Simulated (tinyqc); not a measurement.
Worked calculation: Boltzmann transport in a parabolic band with a power-law relaxation time. Values are carried at full precision from step to step, so a last printed digit may differ when a step is redone from the rounded ones.

F_j(eta) = (1/Gamma(j + 1)) integral_0^infinity x^j dx/(1 + exp(x - eta)), which tends to exp(eta) for eta << 0.

n = N F_1/2(eta) with N = 2 (m kB T/(4 pi c))^(3/2) with c = hbar^2/2m0, in 1/angstrom^3; times 1e24 for 1/cm^3, m = md.

Constants: hbar^2/2m0 = 3.80998211 eV angstrom^2; kB = 8.617333262e-05 eV/K.

Parameters, chosen for this exercise (masses near those of Ge; tau0 is set for a mobility of the usual size at this n, kL is a free input; freeze-out and phonon drag, which matter near 77 K, are left out; shifted at random, so the results belong to these values and not to a real crystal):
```
symbol  value    unit     meaning
n       7.7e+18  1/cm^3   electron density
md      0.549    m0       density-of-states mass
T       77       K
r       0                 exponent of tau
tau0    65       fs       tau at E = kT
mc      0.1175   m0       conductivity mass
kL      27       W/(m K)  lattice thermal conductivity
```

## Reduced Fermi level

Solve for eta.

N = 1.327e+18 1/cm^3
eta = 3.6670

## Integrals for r = 0 (a constant relaxation time)

tau = tau0 x^r with x = E/kT. With K_j = Gamma(j + 1) F_j(eta): <tau> = tau0 (r + 3/2) K_(r+1/2)/((3/2) K_(1/2)); mu = <tau>/(mc m0/e), m0/e = 5.685630e-12 kg/C; Hall factor rH = (3/2) K_(1/2) (2r + 3/2) K_(2r+1/2)/((r + 3/2) K_(r+1/2))^2; Seebeck S = -(kB/e) [(r + 5/2) K_(r+3/2)/((r + 3/2) K_(r+1/2)) - eta]; Lorenz number L = (kB/e)^2 [(r + 7/2) K_(r+5/2)/((r + 3/2) K_(r+1/2)) - ((r + 5/2) K_(r+3/2)/((r + 3/2) K_(r+1/2)))^2]; kB/e in V/K. Valley anisotropy is left out of rH.

Evaluate F_j and K_j for j = 1/2, r + 1/2, r + 3/2, r + 5/2 and 2r + 1/2 (each value once).

F_j and K_j:
```
j       F_j     K_j
0.5  5.8010  5.1410
1.5  11.212  14.904
2.5  17.401  57.829
```

## Transport coefficients

Form the ratios; u is the mean energy carried, in kT.

<tau>/tau0 = 1.000
rH = 1.000
u = 4.832
S = -100.4 microvolt/K
L = 2.155 1e-8 W ohm/K^2

The non-degenerate limits are rH = 1.000, u = r + 5/2 = 2.5 and L = (r + 5/2)(kB/e)^2 = 1.856; the degenerate ones are rH = 1 and L = 2.443.

## Mobility, conductivity and figure of merit

mu = <tau>/(mc m0/e) with m0/e = 5.685630e-12 kg/C; sigma = e n mu, e = 1.602176634e-19 C; Hall mobility rH mu; power factor S^2 sigma; ZT = S^2 sigma T/(kL + L sigma T), all in SI units.

mu = 973 cm^2/(V s)
Hall mobility = 973 cm^2/(V s)
sigma = 1.20e+03 S/cm
power factor = 1.21 mW/(m K^2)
electronic thermal conductivity = 0.199 W/(m K)
ZT = 0.0034

A Hall measurement read with rH = 1 would give a density of 7.70e+18 1/cm^3. Electrons carry 0.73 % of the heat.

## Checks

- Seebeck coefficient against direct integration over -df/dE (microvolt/K): both -100.4.

Program tinyqc; command `OMP_NUM_THREADS=1 python tinyqc.py 1650995 1650996 out.jsonl`; about 0.01 s on one thread of a shared Intel(R) Xeon(R) Processor @ 2.30GHz.
